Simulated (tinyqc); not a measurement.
Comparisons within one model: five-level k.p model folded onto the conduction band. A value that a table varies takes the place of the one given here.

For k along z and one spin sector the level c couples to four states. With c0 = hbar^2/2m0, P = sqrt(Ep c0), P2 = sqrt(Ep2 c0): diagonal Eg + (1 + Cm) c0 k^2 for c, and 0, -Dso, E7 + D2, E7 for lh, so, G8 up, G7 up (their own dispersion is left out); couplings of c: sqrt(2/3) P k to lh, sqrt(1/3) P k to so, sqrt(2/3) P2 k to G8 up, sqrt(1/3) P2 k to G7 up (phases chosen real).

Expanding E = H_cc + S(E) about Eg in powers of k^2, with s_n = sum_j H_cj^2/(Eg - H_jj)^n: order k^2: e2 = (1 + Cm) c0 k^2 + s1; order k^4: e4 = -s2 e2; order k^6: e6 = s3 e2^2 + s2^2 e2.

Second-order sums for the lowest conduction level at E: 1/m = 1 + Cm + (Ep/3)(2/E + 1/(E + Dso)) - (Ep2/3)(2/(E7 + D2 - E) + 1/(E7 - E)); g/2 = 1 + Cg - (Ep/3)(1/E - 1/(E + Dso)) - (Ep2/3)(1/(E7 - E) - 1/(E7 + D2 - E)). E is counted from the top of the valence band; E = Eg at the edge.

Constants: hbar^2/2m0 = 3.80998211 eV angstrom^2.

Inputs chosen for the exercise (near those of CdTe; shifted at random, so the results belong to these values and not to a real crystal):
```
symbol  value  unit  meaning
Eg      1.576  eV    gap at Gamma to the s-like level
Dso     0.902  eV    spin-orbit splitting
Ep      19     eV    Kane energy
E7      5.44   eV    upper Gamma7 conduction level, from the valence top
D2      0.3    eV    its spin-orbit splitting, Gamma8 above Gamma7
Ep2     1.1    eV    Kane energy to the upper levels
Cm      -1.4         remote term in 1/m
Cg      0            remote term in g/2
```

## How far the series holds

Energies from Eg; Pk/Eg measures the coupling.

Levels (eV):
```
k (1/angstrom)  Pk/Eg  to k^2   to k^4   to k^6   exact
0.0278          0.150  0.0292   0.0287   0.0287  0.0287
0.0635          0.343  0.1524   0.1379   0.1406  0.1401
0.0992          0.536  0.3720   0.2856   0.3245  0.3108
0.1350          0.729  0.6890   0.3924   0.6399  0.5176
0.1707          0.922  1.1015   0.3436   1.3548  0.7433
0.2064          1.114  1.6104  -0.0097   3.1505  0.9791
0.2421          1.307  2.2157  -0.8510   7.3794  1.2188
0.2778          1.500  2.9174  -2.3992  16.3875  1.4583
```

Within 2 % of the exact level stay: the k^2 term up to Pk/Eg = 0.15, the sum to k^4 up to Pk/Eg = 0.34, the sum to k^6 up to Pk/Eg = 0.34. In the last row the errors are +1459, -3858 and +14929 meV: higher orders make it worse, since the series in k^2 converges only for Pk below about Eg/2 in the two-level limit E = Eg/2 + sqrt(Eg^2/4 + P^2 k^2).

## Mass and g factor above the band edge

The sums are evaluated at E = Eg + dE, as is done for confined or hot electrons.

Results:
```
dE (meV)    m(E)    g(E)  m(E)/m(Eg)  1 + dE/Eg
0         0.1008  -0.939      1.0000     1.0000
20        0.1020  -0.880      1.0125     1.0127
50        0.1039  -0.794      1.0313     1.0317
100       0.1071  -0.659      1.0627     1.0635
150       0.1103  -0.534      1.0943     1.0952
200       0.1135  -0.417      1.1260     1.1269
300       0.1199  -0.208      1.1898     1.1904
```

Over 300 meV the mass grows by 19.0 %, against 19.0 % for two levels alone, and g moves from -0.939 to -0.208, towards the free value 2.

## Six materials (three-level Kane formulas for mass and g factor)

1/m = 1 + (Ep/3)(2/Eg + 1/(Eg + Dso)), g = 2 - (2 Ep/3)(1/Eg - 1/(Eg + Dso)). The inputs are values chosen for the exercise.

Results:
```
case         Eg (eV)  Dso (eV)  Ep (eV)  m (m0)        g   Eg/Ep
A near Ge      0.900     0.286     25.8  0.0365   -2.609  0.0349
B near InSb    0.239     0.819     23.6  0.0135  -48.959  0.0101
C near ZnSe    2.860     0.399     24.1  0.1101    1.312  0.1187
D near GaAs    1.540     0.342     25.3  0.0609    0.010  0.0609
E near InP     1.437     0.108     20.9  0.0658    1.322  0.0688
F near InAs    0.410     0.396     21.5  0.0223  -15.176  0.0191
```

The mass follows the gap: m/(Eg/Ep) lies between 0.93 and 1.33, while m itself spans a factor of 8.2. The order by mass differs from the order by gap. g is negative for A, B and F; it needs Ep Dso > 3 Eg (Eg + Dso). Where g is small, two larger terms cancel: 5 % in Ep moves g by (2 - g)/20, and the levels left out move it by tenths. Remote bands, left out here, make real masses heavier, by up to a half in the wider-gap crystals. All rows are for the Gamma valley, which is not the lowest one in GaP and Ge.

## What each parameter does

Mass and g at E = Eg. Each row changes one parameter from the base and keeps the others.

Results:
```
case             m (m0)        g
base            0.10079  -0.9392
Eg = 1.418 eV   0.09089  -1.4857
Dso = 0.992 eV  0.10170  -1.1184
Ep = 20.9 eV    0.09106  -1.2318
E7 = 5.984 eV   0.10046  -0.9362
D2 = 0.27 eV    0.10080  -0.9380
Ep2 = 0.99 eV   0.10051  -0.9379
```

The largest shifts from the base row, up to three for each result and ties (the steps differ in size, so this ranks the rows, not the parameters). m (m0): Eg -0.00989, Ep -0.00972, Dso +0.00092. g: Eg -0.5464, Ep -0.2926, Dso -0.1791.

(tinyqc, `OMP_NUM_THREADS=1 python tinyqc.py 1050994 1050995 out.jsonl`, Intel(R) Xeon(R) Processor @ 2.30GHz, 1 thread, shared host, about 0.01 s.)
